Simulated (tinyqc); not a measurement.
Worked calculation: exchange-only LDA atom on a uniform radial grid, spin-unpolarised, for Li. Computed by tinyqc, a small Python program that keeps every step. Settings: Z = 3, points = 128, R = 11.5, functional = Slater exchange alone, mixing = 0.4, iteration cap = 77. Command: `OMP_NUM_THREADS=1 python tinyqc.py 25477 25478 out.jsonl` (the two numbers bound the seeds that draw the settings). One thread of a shared host (Intel(R) Xeon(R) Processor @ 2.60GHz), about 0.1 s of CPU time with the checks. Later iterations appear only in the table of the cycle.

## Iteration 1

Spherical atom on a uniform radial grid r_j = j h with h = R/(N + 1), h sum u^2 = 1 and integrals as h times sums, u(0) = u(R) = 0 (atomic units):
```
parameter            value
Z                        3
points N               128
R                11.500000
h                 0.089147
mixing            0.400000
electrons in 1s          2
electrons in 2s          1
```

Three-point differences turn -u''/2 + [l(l+1)/2r^2 - Z/r + V] u = e u into a tridiagonal matrix (diagonal 1/h^2 + potential, off-diagonal -1/2h^2). D = sum f u^2; the Hartree potential y/r solves y'' = -D/r with y(0) = 0, y(R) = N_e; v_xc comes from rho = D/(4 pi r^2); E = sum f e - int D V + int D (V_H/2 + eps_xc); V(new) = V + mixing (V_H + v_xc - V).

eigenvalues (hartree): [-4.422289, -1.120015]

Every 8th grid point:
```
r              V in     u(1s)      u(2s)         D       V_H       v_xc
0.713178   0.000000  0.878933  -0.054651  1.548034  3.259414  -0.613831
1.426357   0.000000  0.212096  -0.698798  0.578288  1.920073  -0.278494
2.139535   0.000000  0.038386  -0.702105  0.495899  1.364215  -0.201917
2.852713   0.000000  0.006175  -0.478838  0.229362  1.044498  -0.128901
3.565891   0.000000  0.000931  -0.273396  0.074747  0.840067  -0.076443
4.279070   0.000000  0.000135  -0.140748  0.019810  0.700884  -0.043483
4.992248   0.000000  0.000019  -0.067692  0.004582  0.600900  -0.024085
5.705426   0.000000  2.62e-06  -0.031022  0.000962  0.525810  -0.013097
6.418605   0.000000  3.55e-07  -0.013714  0.000188  0.467391  -0.007026
7.131783   0.000000  4.76e-08  -0.005895  0.000035  0.420652  -0.003731
7.844961   0.000000  6.32e-09  -0.002478  0.000006  0.382411  -0.001965
8.558140   0.000000  8.32e-10  -0.001022  1.05e-06  0.350543  -0.001027
9.271318   0.000000  1.09e-10  -0.000415  1.72e-07  0.323579  -0.000534
9.984496   0.000000  1.41e-11  -0.000164  2.68e-08  0.300466  -0.000273
10.697674  0.000000         0  -0.000058  3.37e-09  0.280435  -0.000131
11.410853  0.000000         0  -0.000005  2.94e-11  0.262908  -0.000026
```

total energy = -6.58728726 hartree

## Iteration 2

As before.

eigenvalues (hartree): [-3.129312, -0.589973]

Every 8th grid point:
```
r              V in     u(1s)      u(2s)         D       V_H       v_xc
0.713178   1.058233  0.904676   0.029558  1.637750  3.120444  -0.625467
1.426357   0.656631  0.266761  -0.527782  0.420877  1.844991  -0.250507
2.139535   0.464919  0.061786  -0.673444  0.461161  1.327295  -0.197087
2.852713   0.366239  0.012988  -0.575828  0.331915  1.030688  -0.145800
3.565891   0.305449  0.002589  -0.413567  0.171051  0.835704  -0.100736
4.279070   0.262961  0.000499  -0.269232  0.072486  0.699641  -0.067005
4.992248   0.230726  0.000094  -0.164630  0.027103  0.600568  -0.043557
5.705426   0.205085  0.000017  -0.096417  0.009296  0.525726  -0.027893
6.418605   0.184146  3.20e-06  -0.054718  0.002994  0.467370  -0.017676
7.131783   0.166769  5.82e-07  -0.030314  0.000919  0.420647  -0.011114
7.844961   0.152179  1.05e-07  -0.016469  0.000271  0.382410  -0.006944
8.558140   0.139806  1.88e-08  -0.008790  0.000077  0.350543  -0.004312
9.271318   0.129218  3.36e-09  -0.004592  0.000021  0.323579  -0.002651
9.984496   0.120077  5.97e-10  -0.002294  0.000005  0.300466  -0.001589
10.697674  0.112122  1.04e-10  -0.000980  9.60e-07  0.280435  -0.000861
11.410853  0.105153         0  -0.000100  9.92e-09  0.262908  -0.000180
```

total energy = -6.87850079 hartree

## Iteration 3

As before.

eigenvalues (hartree): [-2.453731, -0.332602]

Every 8th grid point:
```
r              V in     u(1s)      u(2s)         D       V_H       v_xc
0.713178   1.632931  0.914512   0.060887  1.676371  3.023353  -0.630345
1.426357   1.031772  0.300697  -0.404112  0.344144  1.787175  -0.234251
2.139535   0.731035  0.080023  -0.599358  0.372037  1.290986  -0.183472
2.852713   0.573699  0.019631  -0.588898  0.347571  1.012240  -0.148057
3.565891   0.477257  0.004607  -0.487202  0.237408  0.827628  -0.112367
4.279070   0.410831  0.001052  -0.366613  0.134407  0.696431  -0.082318
4.992248   0.361240  0.000236  -0.259990  0.067595  0.599373  -0.059069
5.705426   0.322184  0.000052  -0.177134  0.031376  0.525302  -0.041840
6.418605   0.290365  0.000011  -0.117258  0.013749  0.467225  -0.029380
7.131783   0.263874  2.49e-06  -0.075922  0.005764  0.420600  -0.020497
7.844961   0.241493  5.38e-07  -0.048235  0.002327  0.382395  -0.014216
8.558140   0.222376  1.16e-07  -0.030038  0.000902  0.350539  -0.009782
9.271318   0.205902  2.49e-08  -0.018160  0.000330  0.323578  -0.006631
9.984496   0.191597  5.32e-09  -0.010306  0.000106  0.300466  -0.004326
10.697674  0.179103  1.10e-09  -0.004832  0.000023  0.280435  -0.002494
11.410853  0.168183  7.77e-11  -0.000511  2.61e-07  0.262908  -0.000534
```

total energy = -6.98260816 hartree

## Convergence

Stop when input and output potentials agree to 1e-7.

Course of the cycle (hartree):
```
iteration            E      e(1s)      e(2s)  largest |V(out) - V(in)|
1          -6.58728726  -4.422289  -1.120015                  4.39e+00
2          -6.87850079  -3.129312  -0.589973                  2.24e+00
3          -6.98260816  -2.453731  -0.332602                  1.11e+00
4          -7.01691656  -2.106690  -0.205784                  5.37e-01
5          -7.02747020  -1.931671  -0.142298                  2.56e-01
6          -7.03056652  -1.844894  -0.110036                  1.23e-01
7          -7.03145917  -1.802494  -0.093443                  5.85e-02
8          -7.03171750  -1.782079  -0.084848                  2.78e-02
9          -7.03179330  -1.772422  -0.080382                  1.31e-02
10         -7.03181592  -1.767965  -0.078065                  6.08e-03
11         -7.03182279  -1.765984  -0.076868                  3.27e-03
...                ...        ...        ...                       ...
23         -7.03182589  -1.764905  -0.075649                  1.17e-05
24         -7.03182589  -1.764908  -0.075650                  7.29e-06
25         -7.03182589  -1.764910  -0.075650                  4.51e-06
26         -7.03182589  -1.764911  -0.075650                  2.79e-06
27         -7.03182589  -1.764912  -0.075650                  1.72e-06
28         -7.03182589  -1.764913  -0.075650                  1.06e-06
29         -7.03182589  -1.764913  -0.075650                  6.48e-07
30         -7.03182589  -1.764913  -0.075651                  3.98e-07
31         -7.03182589  -1.764913  -0.075651                  2.44e-07
32         -7.03182589  -1.764913  -0.075651                  1.49e-07
33         -7.03182589  -1.764913  -0.075651                  9.13e-08
```

Converged in 33 iterations. A uniform grid resolves the cusp poorly: for a bare nucleus this grid gives 1s at -4.42229 against -Z^2/2 = -4.5 hartree. Before convergence this energy mixes input and output and is not variational, so it may rise towards its limit.
